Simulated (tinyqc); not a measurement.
# Worked calculation: undoped symmetric double-gate MOSFET, analytic potential model

tinyqc, about 0.01 s, one thread, Intel Xeon 2.30GHz (shared host): `OMP_NUM_THREADS=1 python tinyqc.py 2440031 2440032 out.jsonl` Printed values are rounded.

An undoped body of thickness ts between two equal insulators and tied gates; long channel, electrons only, n = ni exp((psi - V)/Vt) with V the quasi-Fermi potential (0 at the source, Vd at the drain), constant mobility, no quantisation. Across the body psi(x) = V - 2 Vt ln[(ts/(2 beta)) sqrt(q ni/(2 eps0 eps_r Vt)) cos(2 beta x/ts)], x from the centre. Q is the electron charge per area of the whole body.

Inputs (values chosen for the exercise); material values close to those of silicon:
- T = 300 K (temperature)
- Eg = 1.13 eV (band gap)
- eps_r = 11.7 (relative permittivity of the semiconductor)
- Nc = 2.8e19 cm^-3 (conduction-band density of states at T)
- Nv = 2.64e19 cm^-3 (valence-band density of states at T)
- eox = 7.48 (relative permittivity of the gate insulator)
- tox = 4.6 nm (insulator thickness)
- ts = 8 nm (body thickness)
- dphi = 0.11 V (gate work function less that of the intrinsic body)
- mu = 270 cm^2/(V s) (channel mobility)
- L = 0.5 um (gate length)
- Vg = 0.92 V (gate voltage)
- Vd = 1 V (drain voltage)

Constants: q = 1.602176634e-19 C, kB = 1.380649e-23 J/K, Vt = kB T/q, eps0 = 8.8541878128e-14 F/cm where lengths are in cm. Results are converted to the units shown.

Range of the model: The surface density at the source passes 0.3 Nc, where Boltzmann statistics fail.

## Constants of the body

ni = sqrt(Nc Nv) exp(-Eg/(2 Vt)), Eg in volts; r = eps_r tox/(eox ts); V0 = dphi + 2 Vt ln[(2/ts) sqrt(2 eps0 eps_r Vt/(q ni))].

ni = 8.76594e9 cm^-3
r = 0.899398
V0 = 0.608667 V

## Iteration 1: beta at the source by Newton steps

beta at the start = 1

With V = 0: f = ln(beta) - ln(cos beta) + 2 r beta tan(beta) - (Vg - V0)/(2 Vt); f' = 1/beta + tan(beta) + 2 r [tan(beta) + beta/cos^2(beta)]; beta(new) = beta - f/f'.

f = -2.60437
f' = 11.5207
beta after iteration 1 = 1.22606

## Iteration 2: beta at the source by Newton steps

As before.

f = 1.40921
f' = 27.9206
beta after iteration 2 = 1.17559

## Course of the iteration: beta at the source by Newton steps

Stop when beta changes by less than 1e-11, or after 40 iterations. beta must stay between 0 and pi/2.

Course of the iteration:
```
iteration     beta  |change|
1          1.22606     0.226
2          1.17559    0.0505
3          1.16807   7.51e-3
4          1.16794   1.30e-4
5          1.16794   3.72e-8
6          1.16794   < 1e-13
```

Converged in 6 iterations. At the end the number of correct digits about doubles with each step.

## Charges and drain current

beta_s = 1.16794
beta_d = 1.64231e-6

beta (between 0 and pi/2) solves (Vg - V0 - V)/(2 Vt) = ln(beta) - ln(cos beta) + 2 r beta tan(beta). Q = 8 eps0 eps_r Vt beta tan(beta)/ts; I = mu (1/L)(4 eps0 eps_r/ts)(2 Vt)^2 [g(beta_s) - g(beta_d)] per width, g = beta tan(beta) - beta^2/2 + r beta^2 tan^2(beta), with beta_s at V = 0 and beta_d at V = Vd.

Qs = 733.971 nC/cm^2
Qd = 7.22337e-10 nC/cm^2
g(beta_s) = 8.81399
g(beta_d) = 1.34859e-12
I = 65.9052 uA/um

The term r beta^2 tan^2(beta), which gives the square law, makes up 76.6 % of g at the source.

## Potential and electron density across the body at the source

x/ts, point 0 to 6: 0  0.1  0.2  0.3  0.4  0.45  0.5

psi(x) as above with V = 0 and beta = beta_s; n = ni exp(psi/Vt).

```
point   psi (V)   n (cm^-3)
0      0.506693  2.85018e18
1      0.508117  3.01153e18
2      0.512554  3.57538e18
3      0.520588  4.87854e18
4      0.533595  8.06876e18
5      0.542887  1.15586e19
6      0.555108  1.85440e19
```

The density at the surface is 6.51 times that at the centre (1/cos^2 beta). It reaches 0.66 Nc, where Boltzmann statistics overestimate it.
